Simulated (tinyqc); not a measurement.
Site energy and hopping from one surface Green function.

Inverse problem. A semi-infinite chain with site energy e0 and hopping -t has g_s = 1/(E - e0 - t^2 g_s). Inside the band |g_s| = 1/t and Re g_s = (E - e0)/(2 t^2). Find t and e0.

g_s at E = -0.79 eV = 0.01234568-0.37016455i 1/eV

Solution. t = 1/|g_s|, and e0 = E - 2 t^2 Re g_s.

t = 2.700 eV
e0 = -0.9700 eV

Numbers from tinyqc (`OMP_NUM_THREADS=1 python tinyqc.py 2680022 2680023 out.jsonl`; about 0.04 s on one thread of a shared Intel Xeon 2.30GHz).
